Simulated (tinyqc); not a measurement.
# A chain with uneven site energies and dephasing by Buettiker voltage probes: several studies

Sites 1 to 6 form a chain with hopping -t. Lead L joins site 1 and lead R site 6, both semi-infinite chains with hopping -t and site energy 0. Every site carries a probe with self-energy -i Gamma_p/2 that draws no net current. Linear response at zero temperature: mu_L = 1, mu_R = 0 in units of the bias.

Inputs (values chosen for the exercise): hopping (matrix element -t) t = 1 eV; site energies 1 to N U = [0.84, 0.39, -1.1, -1.14, 0.26, 0.18] eV; Fermi energy E = -1.37 eV; probe broadening Gamma_p gp = 0.82 eV.

Constants: q = 1.602176634e-19 C, h = 6.62607015e-34 J s. Results are converted to the units shown.

Each table varies one quantity; the others keep the values above.

## Resistance against length

Sigma = t^2 g(E), g(x) = (x - i sqrt(4 t^2 - x^2))/(2 t^2) for |x| < 2 t and (x - sign(x) sqrt(x^2 - 4 t^2))/(2 t^2) otherwise; Gamma = -2 Im Sigma; G = (E - H - Sigma_L - Sigma_R + i Gamma_p/2)^(-1). With Gamma the broadening by one lead, T_RL = Gamma^2 |G_(last,1)|^2, T_pL = Gamma Gamma_p |G_(p,1)|^2, T_pR = Gamma Gamma_p |G_(p,last)|^2, T_pq = Gamma_p^2 |G_(p,q)|^2 for p != q. No current into probe p: W mu = T_pL with W_pp = T_pL + T_pR + sum_q T_pq and W_pq = -T_pq. Then T_eff = T_RL + sum_p T_pR mu_p, and the resistance is (h/2q^2)/T_eff. Without probes means Gamma_p = 0. The list U is repeated k times, each site with its probe.

Resistance against length:

| k | sites | T without probes | T_eff | resistance (kohm) |
|---|---|---|---|---|
| 1 | 6 | 0.4053 | 0.2286 | 56.47 |
| 2 | 12 | 0.9655 | 0.1281 | 100.8 |
| 3 | 18 | 0.4172 | 0.08881 | 145.3 |
| 4 | 24 | 0.8776 | 0.06798 | 189.9 |
| 6 | 36 | 0.7686 | 0.04627 | 278.9 |
| 8 | 48 | 0.6644 | 0.03507 | 368.0 |
| 12 | 72 | 0.5105 | 0.02363 | 546.2 |
| 16 | 96 | 0.4293 | 0.01782 | 724.3 |

What does the comparison show?

The resistance rises from 56.5 to 724 kohm, by 7.42 kohm a site between k = 8 and 12 and 7.42 between 12 and 16: Ohm's law, R = R0 + rho N with the extrapolated intercept R0 = 11.7 kohm (h/2q^2 = 12.91 kohm) and a back-scattering length (h/2q^2)/rho of 1.74 sites.

## Coherent and dephased transmission against energy

With Gamma the broadening by one lead, T_RL = Gamma^2 |G_(6,1)|^2, T_pL = Gamma Gamma_p |G_(p,1)|^2, T_pR = Gamma Gamma_p |G_(p,6)|^2, T_pq = Gamma_p^2 |G_(p,q)|^2 for p != q.

Results:

| E (eV) | T without probes | T_eff |
|---|---|---|
| -1.8 | 0.036118 | 0.11835 |
| -1.5 | 0.20672 | 0.19045 |
| -1.2 | 0.75701 | 0.27827 |
| -0.9 | 0.73500 | 0.32802 |
| -0.3 | 0.54218 | 0.31722 |
| 0 | 0.61080 | 0.32242 |
| 0.3 | 0.69559 | 0.32402 |
| 0.6 | 0.59378 | 0.29598 |
| 0.9 | 0.30583 | 0.23030 |
| 1.2 | 0.13189 | 0.15245 |
| 1.5 | 0.065195 | 0.090726 |
| 1.8 | 0.043249 | 0.053427 |

Estimate the missing row, E = -0.6 eV.

Computed row:

| E (eV) | T without probes | T_eff |
|---|---|---|
| -0.6 | 0.56158 | 0.32472 |

With this row back in the table: Without probes T lies between 0.0361 and 0.757 in these rows, with them between 0.0534 and 0.328. The probes lower it in 9 rows and raise it in 4; the largest relative gain is at E = -1.8 eV, where the coherent value is 0.0361.

## Effect of the dephasing strength

Same model as above.

Results:

| gp (eV) | T_RL | through probes | T_eff | resistance (kohm) |
|---|---|---|---|---|
| 0.01 | 0.3870 | 0.01428 | 0.4013 | 32.16 |
| 0.018 | 0.3732 | 0.02505 | 0.3982 | 32.41 |
| 0.056 | 0.3149 | 0.06915 | 0.3841 | 33.60 |
| 0.1 | 0.2606 | 0.1083 | 0.3689 | 34.99 |
| 0.18 | 0.1877 | 0.1566 | 0.3442 | 37.49 |
| 0.32 | 0.1101 | 0.1986 | 0.3086 | 41.82 |
| 0.56 | 0.04790 | 0.2156 | 0.2635 | 48.99 |
| 1 | 0.01226 | 0.1974 | 0.2097 | 61.56 |
| 1.8 | 0.001384 | 0.1511 | 0.1525 | 84.65 |

Estimate the missing row, gp = 0.032 eV.

Computed row:

| gp (eV) | T_RL | through probes | T_eff | resistance (kohm) |
|---|---|---|---|---|
| 0.032 | 0.3503 | 0.04258 | 0.3929 | 32.85 |

With this row back in the table: Without probes the transmission is 0.405. T_eff falls from 0.401 to 0.152; the direct part falls from 0.387 to 0.00138 and the part through probes goes from 0.0143 through a maximum of 0.216 (at gp = 0.56 eV among the rows listed) to 0.151. At this energy dephasing lowers T_eff from the start: the probes give back less than the direct part loses.

tinyqc, about 0.01 s, one thread, Intel Xeon 2.30GHz (shared host): `OMP_NUM_THREADS=1 python tinyqc.py 2700106 2700107 out.jsonl`
